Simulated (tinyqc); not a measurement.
Doping and voltage from widths and field.

Question. In the depletion approximation an abrupt p-n junction has a triangular field: peak E = q Nd xn/(eps0 eps_r) = q Na xp/(eps0 eps_r), W = xn + xp, and Vbi - V = E W/2. Find Nd, Na and Vbi - V.

Values chosen for this exercise: relative permittivity eps_r = 12.6.

Constants: q = 1.602176634e-19 C, eps0 = 8.8541878128e-14 F/cm where lengths are in cm. Results are converted to the units shown.

W = 313.61850 nm
peak field = 69.959708 kV/cm
xn = 27.063525 nm

Solution. Gauss's law on each side gives its doping from the peak field and its width; the voltage is the area of the triangle.

Nd = 1.80e17 cm^-3
Na = 1.70e16 cm^-3
Vbi - V = 1.10 V

Computed by the program tinyqc: `OMP_NUM_THREADS=1 python tinyqc.py 2000007 2000008 out.jsonl`, one thread of a shared Intel Xeon 2.30GHz, about 0.02 s for the whole run.
